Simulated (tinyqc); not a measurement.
# MOS capacitor on a p-type substrate, surface potential from the exact charge relation, step by step

Program tinyqc, `OMP_NUM_THREADS=1 python tinyqc.py 2060028 2060029 out.jsonl`; Intel Xeon 2.30GHz, shared host, one thread, about 0.01 s. Printed values are rounded.

Uniform p-type substrate, Boltzmann statistics, full ionisation, classical densities. psi is the surface potential against the body (positive when the bands bend down) and u = psi/Vt. Traps are spread evenly over the gap and neutral at flat band, so their charge is -q Dit psi; the minority quasi-Fermi level is shifted by Vb.

Parameters, values chosen for the exercise; band and dielectric values close to those of silicon: temperature T = 300 K; band gap Eg = 1.13 eV; relative permittivity eps_r = 11.5; conduction-band density of states at T Nc = 2.77e19 cm^-3; valence-band density of states at T Nv = 2.68e19 cm^-3; electron affinity chi = 4.09 eV; acceptor density of the substrate N = 4.7e17 cm^-3; relative permittivity of the gate insulator (close to aluminium oxide) eox = 9.03; insulator thickness tox = 25 nm; gate work function phiM = 4.77 eV; fixed charge at the interface, in units of q Nf = 0 cm^-2; density of interface traps Dit = 4e11 cm^-2 eV^-1; reverse bias of the inversion layer against the body Vb = 0 V; gate voltage against the body Vg = 0.27 V.

Constants: q = 1.602176634e-19 C, kB = 1.380649e-23 J/K, Vt = kB T/q, eps0 = 8.8541878128e-14 F/cm where lengths are in cm. Results are converted to the units shown.

## Flat band, threshold and scales

ni = sqrt(Nc Nv) exp(-Eg/(2 Vt)), Eg in volts; phiF = Vt ln(N/ni); Cox = eps0 eox/tox; Vfb = phiM - chi - (Eg - Vt ln(Nv/N)) - q Nf/Cox; Q0 = sqrt(2 eps0 eps_r q N Vt); r = (ni/N)^2 exp(-Vb/Vt); VT = Vfb + [(2 phiF + Vb)(1 + q Dit/Cox) + sqrt(2 eps0 eps_r q N (2 phiF + Vb))/Cox].

ni = 8.78466e9 cm^-3
phiF = 0.460042 V
Cox = 0.319813 uF/cm^2
Vfb = -0.345469 V
Q0 = 62.9636 nC/cm^2
r = 3.49345e-16
VT = 1.93351 V

## Starting value

psi = Vg - Vfb (all of the voltage in the semiconductor).

psi at the start = 0.615469 V

## Iteration 1: Newton step for the surface potential

u = psi/Vt; F^2 = exp(-u) + u - 1 + r (exp(u) - u - 1); Qs = -sign(u) Q0 F; Cs = -dQs/dpsi = (Q0/Vt) |1 - exp(-u) + r (exp(u) - 1)|/(2 F). f = Vfb + psi + (q Dit psi - Qs)/Cox - Vg, f' = 1 + (Cs + q Dit)/Cox, psi(new) = psi - f/f'.

u = 23.8074
F = 4.77571
Qs = -300.696 nC/cm^2
Cs = 0.254994 uF/cm^2
f = 1.06356 V
f' = 1.99771
psi after iteration 1 = 0.0830818 V

## Iteration 2: Newton step for the surface potential

As before.

u = 3.21375
F = 1.50132
Qs = -94.5283 nC/cm^2
Cs = 0.778523 uF/cm^2
f = -0.220166 V
f' = 3.63469
psi after iteration 2 = 0.143655 V

## Iteration 3: Newton step for the surface potential

As before.

u = 5.55683
F = 2.13558
Qs = -134.464 nC/cm^2
Cs = 0.568028 uF/cm^2
f = -0.0225832 V
f' = 2.97651
psi after iteration 3 = 0.151242 V

## Course of the Newton iteration

Stop when the step is below 1e-10 V, or after 12 iterations.

Course of the iteration:
```
iteration  psi before the step (V)     f (V)  step (V)
1                         0.615469      1.06    -0.532
2                        0.0830818    -0.220    0.0606
3                         0.143655   -0.0226   7.59e-3
4                         0.151242  -2.03e-4   6.93e-5
5                         0.151312  -1.60e-8   5.46e-9
6                         0.151312   < 1e-12   < 1e-13
```

Converged in 6 iterations.

## Charges, field and capacitances at the solution

converged psi = 0.151312 V

u = psi/Vt; F^2 = exp(-u) + u - 1 + r (exp(u) - u - 1); Qs = -sign(u) Q0 F; Cs = -dQs/dpsi = (Q0/Vt) |1 - exp(-u) + r (exp(u) - 1)|/(2 F). Low frequency: 1/C_LF = 1/Cox + 1/(Cs + q Dit). High frequency, in the simple estimate in which traps and minority carriers do not follow: 1/C_HF = 1/Cox + 1/Cd, Cd being Cs with r = 0 at the same psi. Minority sheet density N_inv = (Q0/(2 q)) int_0^u r (exp(t) - 1)/F(t) dt for u > 0. Oxide field |Qs - q Dit psi + q Nf|/(eps0 eox).

Qs = -138.747 nC/cm^2
N_inv = 0.0123069 cm^-2
oxide field = 0.185663 MV/cm
Cs = 0.551040 uF/cm^2
C_LF/Cox = 0.657932
C_HF/Cox = 0.632759

The surface is in depletion (borders at |psi| = 0, phiF + Vb and 2 phiF + Vb = 0.920 V).
